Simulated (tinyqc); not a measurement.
# Capacitances against the space between lines

Endless row of lines of width wl, height tl and space sl between grounded planes at distance hd; e2 fills the gaps beside the lines, e1 the rest. Laplace's equation is solved on meshes of 3, 6 and 12 steps per unit u and extrapolated (Aitken), which is good to about 0.2 %. C_even (all lines at 1 V) is the capacitance Cg to the planes; C_odd (neighbours in antiphase) = Cg + 4 Cc if only nearest neighbours couple, which defines Cc; total with quiet neighbours Cg + 2 Cc. Plate values 2 eps0 e1 wl/hd and eps0 e2 tl/sl.

Values chosen for this exercise: relative permittivity above and below the lines e1 = 3.9; relative permittivity between the lines e2 = 3.9; line width, in units u wl = 6 u; line height tl = 12 u; distance to each plane hd = 8 u.

Constants: eps0 = 8.8541878128e-12 F/m. Results are converted to the units shown.

The same in every row: plate Cg (aF/um) = 51.8.

Result of one run:
```
Cg (aF/um),Cc (aF/um),Cg + 2 Cc (aF/um),C_odd (aF/um),plate Cc (aF/um),"share of coupling, 2 Cc/(Cg + 2 Cc) (%)"
167,8.40,184,201,17.3,9.11
```

Which space between lines sl gave this result: 2, 8, 12 or 24 u?

sl = 24 u.

The whole series:
```
sl (u),Cg (aF/um),Cc (aF/um),Cg + 2 Cc (aF/um),C_odd (aF/um),plate Cc (aF/um),"share of coupling, 2 Cc/(Cg + 2 Cc) (%)"
2,68.4,242,553,1.04e3,207,87.6
4,83.6,125,333,582,104,74.9
6,97.5,82.0,261,425,69.1,62.7
8,110,59.0,228,346,51.8,51.7
12,131,34.2,200,268,34.5,34.2
16,148,21.0,190,232,25.9,22.2
24,167,8.40,184,201,17.3,9.11
```

As sl goes from 2 to 24, Cg rises from 68.4 to 167 aF/um, Cc falls from 242 to 8.40 aF/um and the share of coupling falls from 87.6 to 9.11 %. Cg is 1.32 times its plate value in the first row and 3.23 times in the last; for Cc the ratios are 1.17 and 0.486. Neighbours in antiphase raise the load by a factor of 1.88 and 1.09 over quiet ones. For sl = 2 the planes are farther than 0.8 of the pitch, so second neighbours couple too and Cg + 2 Cc understates the quiet load by a per cent or more.

tinyqc, about 1 s, one thread, Intel Xeon 2.30GHz (shared host): `OMP_NUM_THREADS=1 python tinyqc.py 2790170 2790171 out.jsonl`
